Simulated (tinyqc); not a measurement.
Inside a calculation. Model: resistance of a tapered via with liner, size effect and interface.

Program tinyqc, `OMP_NUM_THREADS=1 python tinyqc.py 2750088 2750089 out.jsonl`; Intel Xeon 2.30GHz, shared host, one thread, about 0.01 s. Printed values are rounded.

A round via whose diameter grows from db at the bottom as D(z) = db + 2 z/tan(ang). The fill, of diameter D - 2 tl, starts above the bottom liner (thickness fb tl) and has rho = rho0 (1 + ks lam/(D - 2 tl)); the sidewall liner conducts in parallel with it. The bottom liner and the interface are crossed over the full area pi db^2/4. Spreading in the lines above and below is left out.

Values chosen for this exercise; fill metal close to copper:
- db = 23 nm (diameter at the bottom)
- hv = 60 nm (height)
- ang = 89 degrees (sidewall angle)
- rho0 = 1.66 uohm cm (bulk resistivity of the fill)
- lam = 39.8 nm (mean free path of the fill)
- ks = 1 (size-effect factor)
- tl = 3 nm (liner on the sidewall)
- fb = 0.7 (liner at the bottom over that on the sidewall)
- rl = 390 uohm cm (resistivity of the liner)
- ri = 1.6e-12 ohm cm^2 (interface resistivity at the bottom)
- Sb = 1.1e15 S/m^2 (ballistic conductance per area, about 3/(4 rho0 lam))

## Slices of the via

Slices between z0 = fb tl and hv, evaluated at their midpoints: conductance per length pi/4 [(D - 2 tl)^2/rho + (D^2 - (D - 2 tl)^2)/rl], slice resistance = slice height over that. 7 slices.

```
slice   z (nm)   D (nm)  rho (uohm cm)  slice resistance (ohm)
0      6.23571  23.2177        5.49722                 1.93065
1      14.5071  23.5064        5.43392                 1.84662
2      22.7786  23.7952        5.37269                 1.76761
3        31.05  24.0840        5.31340                 1.69326
4      39.3214  24.3727        5.25598                 1.62321
5      47.5929  24.6615        5.20034                 1.55715
6      55.8643  24.9502        5.14640                 1.49479
```

## Total resistance

R_fill = sum of the slices; R_bottom = rl fb tl/(pi db^2/4); R_interface = ri/(pi db^2/4); ballistic (Sharvin) limit 1/(Sb pi (db - 2 tl)^2/4); ideal cylinder rho0 hv/(pi db^2/4).

parts (ohm): fill 11.9133, bottom liner 19.7123, interface 0.385101
R = 32.0107 ohm
shares (%): fill 37.2165, bottom liner 61.5804, interface 1.2030
ballistic limit = 4.00516 ohm
ideal cylinder = 2.39725 ohm

The bottom liner is the largest part, and R is 13.4 times the ideal cylinder. With 2000 slices R = 32.012 ohm.
